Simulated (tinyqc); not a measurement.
## Avrami exponent and activation energy from three anneals

Question. Isothermal crystallisation follows X = 1 - exp(-(k t)^n) with k proportional to exp(-Ec q/(kB T)). Find n, k at both temperatures and Ec.

Constants: q = 1.602176634e-19 C, kB = 1.380649e-23 J/K. Results are converted to the units shown.

X at (423 K, 550 s), (423 K, 1100 s) and (443 K, 40 s): 0.30147938  0.76192329  0.48123008

Solution. -ln(1 - X) = (k t)^n: the two times give n, and the two rates give Ec.

n = 2.000
k at 423 K = 0.001089 1/s
k at 443 K = 0.02025 1/s
Ec = 2.360 eV

Program tinyqc, `OMP_NUM_THREADS=1 python tinyqc.py 2490137 2490138 out.jsonl`; Intel Xeon 2.30GHz, shared host, one thread, about 0.04 s.
